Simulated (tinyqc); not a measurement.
Circular transfer-length structure: one step of the calculation.

A disc contact of radius r0 and a very wide ring contact from r1 = r0 + sp outwards lie on a thin layer; the metal has no resistance and the sheet resistance under the contacts equals Rsh.

Task. The three parts of the resistance. Transfer length Lt = sqrt(rc/Rsh). R = (Rsh/2 pi) [(Lt/r0) I0(r0/Lt)/I1(r0/Lt) + ln(r1/r0) + (Lt/r1) K0(r1/Lt)/K1(r1/Lt)] with modified Bessel functions; for r0 >> Lt both ratios tend to 1.

Parameters, values chosen for the exercise:
```
symbol   value      unit                                      meaning
Rsh        200    ohm/sq  sheet resistance of the semiconductor layer
rc      2.7e-6  ohm cm^2                 specific contact resistivity
r0          33        um                  radius of the inner contact
sp          11        um                     gap between the contacts
```

Wanted: Lt; I0/I1; K0/K1; inner contact; gap; outer contact; R.

Result.

Lt = 1.162 um
I0/I1 = 1.018
K0/K1 = 0.9871
inner contact = 1.141 ohm
gap = 9.157 ohm
outer contact = 0.8297 ohm
R = 11.13 ohm

The contacts make up 17.7 % of R.

tinyqc, about 0.01 s, one thread, Intel Xeon 2.30GHz (shared host): `OMP_NUM_THREADS=1 python tinyqc.py 2760053 2760054 out.jsonl`
